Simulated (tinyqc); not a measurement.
Threshold-voltage variability of a planar MOSFET, analytic estimates: course of the iteration: margin in standard deviations for the wanted yield.

Three independent sources add in quadrature: random dopants in the depleted layer, metal-gate grains of two orientations, and roughness of the two gate edges acting through the roll-off VT = VT(long) - Vr exp(-L/l). These are first-order estimates: no three-dimensional electrostatics, no percolation.

Cells fail independently with probability Q(k) = erfc(k/sqrt(2))/2 when the margin is k standard deviations, and Y = exp(-Nb Q(k)). phi = exp(-k^2/2)/sqrt(2 pi). Newton steps on ln Q(k) = ln(-ln(Y)/Nb): k(new) = k + [ln Q - ln(-ln(Y)/Nb)] Q/phi.

Stop when k changes by less than 1e-9, or after 30 iterations.

Inputs (values chosen for the exercise): number of cells Nb = 33554432; wanted yield Y = 0.962.

k at the start = 3

Course of the iteration:
```
iteration	k	|change|
1	7.25568	4.26
2	6.08338	1.17
3	5.97535	0.108
4	5.97442	9.29e-4
5	5.97442	6.86e-8
6	5.97442	< 1e-12
```

Did this iteration meet its convergence test, and what does its course show?

Yes. Converged in 6 iterations. At the end the number of correct digits about doubles with each step. With s(dVT) = 7.52 mV, 5.97 standard deviations are 44.9 mV.

Program tinyqc, `OMP_NUM_THREADS=1 python tinyqc.py 2090011 2090012 out.jsonl`; Intel Xeon 2.30GHz, shared host, one thread, about 0.01 s.
